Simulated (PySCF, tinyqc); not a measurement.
Inside a calculation. Method: CID on RHF in the sto-6g basis, frozen core, for BeH+, spin multiplicity 1. The lowest restricted solution is unstable here: a spin-polarised one lies 0.0788 hartree lower (PySCF). One step of it, computed by the program tinyqc.

Problem. CID: roots. Diagonalise (each vector has its largest component positive (the first on a tie)); all determinants have Ms = 0, so triplets appear too. The lowest singlet root is the correlation energy.

Occupation strings over the orbitals (2 doubly, a alpha, b beta, 0 empty; spin orbitals ordered 1a 1b 2a 2b ...): 220000 202000 20a00b 200200 200020 20b00a 200002

H - E(HF) between determinants (hartree), order 220000, 202000, 20a00b, 200200, 200020, 20b00a, 200002:
```
[[0.000000, 0.135509, -0.051146, 0.054410, 0.054410, 0.051146, 0.078985],
 [0.135509, 0.221221, -0.010671, 0.036773, 0.036773, 0.010671, 0.112881],
 [-0.051146, -0.010671, 0.293952, 0.003290, 0.003290, -0.112881, 0.043340],
 [0.054410, 0.036773, 0.003290, 0.502506, 0.024258, -0.003290, 0.021138],
 [0.054410, 0.036773, 0.003290, 0.024258, 0.502506, -0.003290, 0.021138],
 [0.051146, 0.010671, -0.112881, -0.003290, -0.003290, 0.293952, -0.043340],
 [0.078985, 0.112881, 0.043340, 0.021138, 0.021138, -0.043340, 0.461670]]
```

Give: lowest roots of this matrix, relative to E(HF); lowest vectors; <S^2> of these roots; weight of the ground state by excitation level 0, 1, 2, ....

Solution.

lowest roots of this matrix, relative to E(HF) (hartree): [-0.078, 0.181, 0.186, 0.416, 0.478, 0.488, 0.604]

lowest vectors, order 220000, 202000, 20a00b, 200200, 200020, 20b00a, 200002:
```
[[0.914, 0.000, 0.241, -0.228],
 [-0.367, 0.000, 0.810, -0.283],
 [0.095, 0.707, 0.185, 0.598],
 [-0.059, 0.000, -0.102, 0.217],
 [-0.059, 0.000, -0.102, 0.217],
 [-0.095, 0.707, -0.185, -0.598],
 [-0.068, 0.000, -0.443, -0.243]]
```

<S^2> of these roots: [0.000, 2.000, 0.000, 0.000, 0.000, 0.000, 0.000]

weight of the ground state by excitation level 0, 1, 2, ...: [0.836, 0.000, 0.164]

The reference has a weight of only 0.84: one determinant is a poor start here.
